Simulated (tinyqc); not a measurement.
# From time to the target back to pump speed S

Model: gas flow in a process chamber: flow regimes, conductance, effective pumping speed, pump-down, outgassing and purge. Computed by tinyqc, a small Python program. Command: `OMP_NUM_THREADS=1 python tinyqc.py 3120087 3120088 out.jsonl pump inv`. One thread of a shared host (Intel(R) Xeon(R) Processor @ 2.30GHz), about 0.01 s of CPU time with the checks.

Ideal gas, isothermal flow, a pump of constant speed at the end of a round pipe; process gas, volume gas and outgassing are given the same properties. 1 sccm = 101325 Pa x 1e-6 m^3/60 s x T/273.15 K.

Inputs (values chosen for the exercise, modelled on oxygen near room temperature): molar mass M = 32 g/mol; molecular diameter = 0.36 nm; temperature T = 350 K; chamber volume V = 100 L; wall area = 2 m^2; pipe diameter d = 4 cm; pipe length l = 13 cm; outgassing rate after 1 h = 8.7e-07 Pa m^3/(s m^2); outgassing exponent n = 1.1; target base pressure = 0.0001 Pa.

Constants: k_B = 1.380649e-23 J/K; u = 1.6605390666e-27 kg.

Method:
- Mean speed c = sqrt(8 k_B T/(pi m)); aperture conductance C_a = c pi d^2/16; molecular pipe C_m = C_a/(1 + 3 l/(4 d)) (Dushman form); viscous pipe C_v = pi d^4 p_mean/(128 eta l); Knudsen interpolation C = C_v + C_m (1 + x)/(1 + 1.24 x), x = d p_mean sqrt(m/(k_B T))/eta.
- Effective speed 1/S_eff = 1/S + 1/C_m; time constant V/S_eff; pressure at which the free path k_B T/(sqrt2 pi d_m^2 p) equals d.
- From the outgassing limit: t = 1 h x (q_1 A/(S_eff p_target))^(1/n) - 10 s; monolayer time at the target = 1e19 m^-2 x 4 k_B T/(p c) for unit sticking.

Task: A run gave the result below. Find the pump speed S, known to lie between 8.7 and 16 L/s.

time to the target = 1.875769 h

Result:

Each step takes the trial c = (a f_b - b f_a)/(f_b - f_a), f being the result less the target and a, b, c the logarithms of the listed values; c replaces end b, the old b replaces a if the sign of f changed, and otherwise f_a is halved.

Scan of the range:
```
pump speed S (L/s)  time to the target (h)
8.70                               2.20995
9.63                               2.04716
10.70                              1.89369
11.80                              1.76397
13.10                              1.63784
14.50                              1.52650
16.00                              1.42815
```

False position (Illinois rule, in the logarithm of the input) inside the bracket:
```
step    end a    end b    trial  time to the target (h)
1     10.7000  11.8000  10.8456                 1.87506
2     10.7000  10.8456  10.8349                 1.87642
3     10.8456  10.8349  10.8400                 1.87577
4     10.8349  10.8400  10.8400                 1.87577
```

Time to the target falls at every point of a 13-point scan of the range (every second point is shown), so one value fits; it is bracketed by 10.7 and 11.8. Answer: pump speed S = 10.84 L/s.
